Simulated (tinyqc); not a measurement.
Junction parameters from two forward currents.

Problem. D(v) = J1 (exp(v/Vt) - 1) + J2 (exp(v/(2 Vt)) - 1). Find J1, J2 and the voltage 2 Vt ln(J2/J1) near which both parts are equal.

Values chosen for this exercise:
- T = 300 K (temperature)

Constants: q = 1.602176634e-19 C, kB = 1.380649e-23 J/K, Vt = kB T/q. Results are converted to the units shown.

junction voltages (V): 0.32  0.68
currents (uA/um): 2.6844410e-5  0.13173095

Solution. The current is linear in J1 and J2, so two points give two equations.

J1 = 3.90e-13 uA/um
J2 = 5.50e-8 uA/um
crossover = 0.613 V

Program tinyqc, `OMP_NUM_THREADS=1 python tinyqc.py 2182205 2182206 out.jsonl`; Intel Xeon 2.30GHz, shared host, one thread, about 0.2 s.
